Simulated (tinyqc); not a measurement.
# Bloch-Grueneisen resistivity of a metal, step by step

A worked calculation. Computed by tinyqc, a small Python program that keeps every step. Command: `OMP_NUM_THREADS=1 python tinyqc.py 3025133 3025134 out.jsonl bg walk`. One thread of a shared host (Intel(R) Xeon(R) Processor @ 2.30GHz), about 0.01 s of CPU time with the checks. Intermediate numbers are printed to about 7 digits and carried at full precision; extremes and crossings named in words are read from the listed rows.

Electrons scatter from a Debye spectrum of phonons (n = 5 for scattering within one band, n = 3 for scattering into a second, heavy band) and from static defects.

Inputs (values chosen for the exercise, modelled on molybdenum): exponent n = 5; Debye temperature Theta = 372 K; transport coupling lambda_tr = 0.34; Drude plasma energy hbar w_p = 8.6 eV; residual resistivity rho_0 = 0.03 microohm cm; temperature T = 20 K; saturation resistivity = 190 microohm cm.

Addition: saturation.

Constants: k_B = 1.380649e-23 J/K; hbar = 1.054571817e-34 J s; eps_0 = 8.8541878128e-12 F/m; hbar = 6.582119569e-16 eV s; k_B = 8.617333262e-05 eV/K.

## Scale of the phonon resistivity

rho_ph = (n - 1) rho_1 (T/Theta)^n J_n(Theta/T), with rho_1 = 2 pi lambda_tr k_B Theta/(hbar eps_0 w_p^2), the high-temperature line at T = Theta.

rho_1 = 6.883269 microohm cm

## The integral and the phonon part

J_n(y) = int_0^y x^n e^x/(e^x - 1)^2 dx, by 96 Gauss-Legendre points (upper limit at most 60).

Theta/T = 18.6

J_n = 124.4065

phonon resistivity rho_ph = 0.001538625 microohm cm

This is 0.416 % of the straight line rho_1 T/Theta.

## Total resistivity and derived numbers

Parallel-resistor saturation: 1/rho = 1/(rho_0 + rho_ph) + 1/rho_sat. Temperature coefficient (1/rho) d rho/dT by a central difference of +/- 0.5 K; residual ratio rho(295 K)/rho(4.2 K); scattering time tau = 1/(eps_0 w_p^2 rho); Wiedemann-Franz kappa = L_0 T/rho, L_0 = (pi^2/3)(k_B/e)^2.

resistivity rho = 0.03153339 microohm cm

temperature coefficient = 12.20255 1e-3/K

residual resistance ratio = 163.4805

scattering time = 2098.047 fs

Wiedemann-Franz conductivity = 1549.471 W/(m K)

The coefficient is 0.244 times 1/T; the temperature-independent part dilutes it.

## Limits of the phonon part

Low T: (n - 1) n! zeta(n) rho_1 (T/Theta)^n. High T: rho_1 (T/Theta) [1 - (n - 1)/(12 (n + 1)) (Theta/T)^2].

Resistivities (microohm cm):
```
T (K)        rho_ph     low-T law  straight line  line with correction     total rho
11     7.745210e-05  7.745210e-05        0.20354                     -  3.007269e-02
19     1.190683e-03  1.190797e-03        0.35156                     -  3.118556e-02
30     1.150821e-02  1.168627e-02        0.55510                     -  4.149914e-02
45     7.436137e-02  8.874264e-02        0.83265                     -  1.043041e-01
74     4.360161e-01  1.067157e+00        1.36925                     -  4.648759e-01
130    1.576816e+00  1.785610e+01        2.40544               1.31118  1.593342e+00
190    2.862794e+00  1.190797e+02        3.51565               2.76694  2.849411e+00
300    5.102907e+00  1.168627e+03        5.55102               5.07684  4.997887e+00
450    8.018344e+00  8.874264e+03        8.32654               8.01041  7.721273e+00
740    1.350210e+01  1.067157e+05       13.69252              13.50029  1.263240e+01
```

The low-T law holds to 10 % up to 30 K, the straight line from 300 K on. The local exponent of rho_ph falls from 5.00 to 1.05. Phonons overtake the residual resistivity between 30.0 and 45.0 K. Saturation lowers the last total by 6.6 %.

Checks made by the program: J_n at large argument against n! zeta(n) (relative difference below 1e-10).
